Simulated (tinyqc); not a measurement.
MP2 on RHF in the sto-3g basis, frozen core, for B+, spin multiplicity 1, step by step. One step of it, computed by the program tinyqc.

Task: Integrals over molecular orbitals. (pq|rs) = sum C_ip C_jq C_kr C_ls (ij|kl), one index at a time.

coefficients C, order 1B 1s, 1B 2s, 1B 2px, 1B 2py, 1B 2pz:
$$\begin{pmatrix}
0.993693 & -0.301304 & 0.000000 & 0.000000 & 0.000000 \\
0.022541 & 1.038125 & 0.000000 & 0.000000 & 0.000000 \\
0.000000 & 0.000000 & 1.000000 & 0.000000 & 0.000000 \\
0.000000 & 0.000000 & 0.000000 & 1.000000 & 0.000000 \\
0.000000 & 0.000000 & 0.000000 & 0.000000 & 1.000000
\end{pmatrix}$$

core Hamiltonian H = T + V (hartree), order 1B 1s, 1B 2s, 1B 2px, 1B 2py, 1B 2pz:
$$\begin{pmatrix}
-12.321086 & -3.187330 & 0.000000 & 0.000000 & 0.000000 \\
-3.187330 & -3.412465 & 0.000000 & 0.000000 & 0.000000 \\
0.000000 & 0.000000 & -2.617559 & 0.000000 & 0.000000 \\
0.000000 & 0.000000 & 0.000000 & -2.617559 & 0.000000 \\
0.000000 & 0.000000 & 0.000000 & 0.000000 & -2.617559
\end{pmatrix}$$

Two-electron integrals (ij|kl) in chemists' order, unique and non-zero (hartree):
```
(11|11) 2.923513   (21|11) 0.518376   (21|21) 0.109262   (22|11) 0.744229
(22|21) 0.193177   (22|22) 0.544804   (31|31) 0.020264   (32|31) 0.029996
(32|32) 0.120346   (33|11) 0.742491   (33|21) 0.193240   (33|22) 0.544682
(33|33) 0.586773   (41|41) 0.020264   (42|41) 0.029996   (42|42) 0.120346
(43|43) 0.031630   (44|11) 0.742491   (44|21) 0.193240   (44|22) 0.544682
(44|33) 0.523513   (44|44) 0.586773   (51|51) 0.020264   (52|51) 0.029996
(52|52) 0.120346   (53|53) 0.031630   (54|54) 0.031630   (55|11) 0.742491
(55|21) 0.193240   (55|22) 0.544682   (55|33) 0.523513   (55|44) 0.523513
(55|55) 0.586773
```

Give: one-electron integrals over orbitals h = C^T H C; Two-electron integrals over orbitals.

Result:

one-electron integrals over orbitals h = C^T H C (hartree):
$$\begin{pmatrix}
-12.311 & 0.343 & 0.000 & 0.000 & 0.000 \\
0.343 & -2.802 & 0.000 & 0.000 & 0.000 \\
0.000 & 0.000 & -2.618 & 0.000 & 0.000 \\
0.000 & 0.000 & 0.000 & -2.618 & 0.000 \\
0.000 & 0.000 & 0.000 & 0.000 & -2.618
\end{pmatrix}$$

Two-electron integrals over orbitals (pq|rs), unique and non-zero (hartree); the lowest 1 orbital is frozen and left out:
```
(22|22) 0.526   (32|32) 0.113   (33|22) 0.534   (33|33) 0.587
(42|42) 0.113   (43|43) 0.032   (44|22) 0.534   (44|33) 0.524
(44|44) 0.587   (52|52) 0.113   (53|53) 0.032   (54|54) 0.032
(55|22) 0.534   (55|33) 0.524   (55|44) 0.524   (55|55) 0.587
```
